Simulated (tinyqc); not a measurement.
Comparisons within one model: Weaire-Thorpe hybrids on a Bethe lattice: gap and dangling bond of an amorphous tetrahedral solid. A value that a table varies takes the place of the one given here.

Four sp3 hybrids an atom at energy 0, coupled by -V1 on the atom and by -V2 along a bond; the bonds form a tree (no rings). For any network the gap runs at least from -V2 + V1 to V2 - 3 V1, and p-like states pile up at -V2 + V1 and V2 + V1. On the tree the gap is wider: it ends at Ec = -V1 + sqrt(V2^2 + 4 V1^2 - 2 sqrt3 V1 V2), which makes it well wider than the gaps of the real glasses. A branch seen from a hybrid has the self-energy S = V2^2 g, where g is the Green function of the hybrid across the bond, whose three partners carry S themselves. With a = z - V1, b = a - S: g = 1/(a + V1 b/(b + 3 V1)), z = E + i eta. A full atom has G = (1/b)(b + 3 V1)/(b + 4 V1) per hybrid; a dangling hybrid with shift dh has G = 1/(1/g - dh).

Inputs chosen for the exercise (of the size of tabulated hybrid energies for amorphous silicon; not measured data): V1 = 1.72 eV (coupling of two hybrids on one atom); V2 = 4.49 eV (coupling of the two hybrids of a bond); eta = 0.02 eV (broadening); dh = -1.66 eV (shift of the dangling hybrid (rehybridisation)); VH = 4.13 eV (coupling to a hydrogen atom); eH = -4.45 eV (hydrogen level); E1s = -4 eV (first energy); dE = 0.48 eV (step).

## Bulk, dangling and hydrogenated hybrids across the gap

edges (eV): Ev -2.77000, Ec(bound) -0.67000, Ec(tree) 0.56935

Thirteen energies E1s + j dE. With hydrogen the hybrid gains the self-energy VH^2/(z - eH) and dh = 0.

Density per hybrid (1/eV):
```
E (eV)    bulk  dangling  with hydrogen
-4.00   0.0043    0.0034         0.0003
-3.52   0.0032    0.0010         0.0002
-3.04   0.0219    0.0013         0.0002
-2.56   0.0360    0.0020         0.0002
-2.08   0.0035    0.0041         0.0003
-1.60   0.0013    0.0141         0.0003
-1.12   0.0008    0.7861         0.0004
-0.64   0.0006    0.0253         0.0006
-0.16   0.0005    0.0056         0.0009
0.32    0.0008    0.0028         0.0023
0.80    0.0204    0.0238         0.0896
1.28    0.0306    0.0325         0.1339
1.76    0.0354    0.0342         0.1519
```

Between Ev = -2.77 and Ec = 0.57 eV the bulk density is a broadening tail (least 0.0005). The dangling hybrid reaches 0.786 at -1.12 eV among these rows; its level lies at -1.049 eV, and the peak there, of width eta, is far higher unless a row falls on it. With hydrogen the largest value on the rows inside the gap, more than 0.05 eV from an edge, is 0.0023, and 1/g = VH^2/(E - eH) has no root in the gap: the state has gone into a bonding level below and an antibonding one above.

## Level against rehybridisation

Root of 1/g(E) = dh for eta = 0 in the gap of the tree, between Ev = -V2 + V1 and Ec; a dash: none. A flatter atom makes the hybrid more p-like (dh > 0, up to V1), a more pyramidal one more s-like (dh < 0).

Level:
```
dh (eV)   E (eV)  above Ev (eV)  weight
-3.0     -1.9226         0.8474   0.625
-2.5     -1.6036         1.1664   0.649
-2.0     -1.2752         1.4948   0.662
-1.5     -0.9431         1.8269   0.664
-1.0     -0.6139         2.1561   0.650
-0.5     -0.2958         2.4742   0.618
0.0       0.0000         2.7700   0.560
0.5       0.2577         3.0277   0.463
1.0       0.4544         3.2244   0.313
```

A level exists for 9 of the 9 rows, from dh = -3 (0.847 eV above Ev) to 1 (3.224 eV); the gap of the tree is 3.339 eV. Its slope dE/d(dh) is the weight, largest at dh = -1.5 (0.66). A level that rises as the atom flattens is why an emptied dangling bond relaxes flat and a doubly filled one pyramidal.

## Stretching the bonds

V2 is scaled as (d0/d)^2 and V1 stays. Bound 2 V2 - 4 V1; tree V2 - 2 V1 + sqrt(V2^2 + 4 V1^2 - 2 sqrt3 V1 V2); a negative bound means that a network with rings may have no gap.

Against d/d0:
```
d/d0  V2 (eV)  V2/V1  bound (eV)  tree (eV)
0.96    4.872  2.833       2.864      3.990
0.98    4.675  2.718       2.470      3.651
1.00    4.490  2.610       2.100      3.339
1.02    4.316  2.509       1.751      3.054
1.04    4.151  2.414       1.423      2.793
1.07    3.922  2.280       0.963      2.443
1.10    3.711  2.157       0.541      2.140
1.15    3.395  1.974      -0.090      1.725
```

The bound falls by 180 meV for each per cent of stretch near d0 and vanishes at d/d0 = 1.142, inside the table. Weak, stretched bonds therefore put states closest to the edges, one origin of band tails.

## What each parameter does

Ev = -V2 + V1, conduction edge of the tree -V1 + sqrt(V2^2 + 4 V1^2 - 2 sqrt3 V1 V2), and the level that solves 1/g(E) = dh for eta = 0. Each row changes one parameter from the base and keeps the others.

Results:
```
case           Ev (eV)  Ec (eV)  level (eV)  weight
base           -2.7700   0.5694     -1.0494   0.665
V1 = 1.64 eV   -2.8500   0.6860     -1.0968   0.685
V2 = 4.64 eV   -2.9200   0.6710     -1.0810   0.679
dh = -1.76 eV  -2.7700   0.5694     -1.1159   0.665
```

The largest shifts from the base row, up to three for each result and ties (the steps differ in size, so this ranks the rows, not the parameters). Ev (eV): V2 -0.1500, V1 -0.0800; unchanged at the printed digits by dh. Ec (eV): V1 +0.1166, V2 +0.1017; unchanged at the printed digits by dh. level (eV): dh -0.0665, V1 -0.0474, V2 -0.0316. weight: V1 +0.021, V2 +0.014; unchanged at the printed digits by dh.

Run: tinyqc, `OMP_NUM_THREADS=1 python tinyqc.py 1452359 1452360 out.jsonl`; Intel(R) Xeon(R) Processor @ 2.30GHz, one thread, shared host; about 0.02 s of CPU time with all checks.
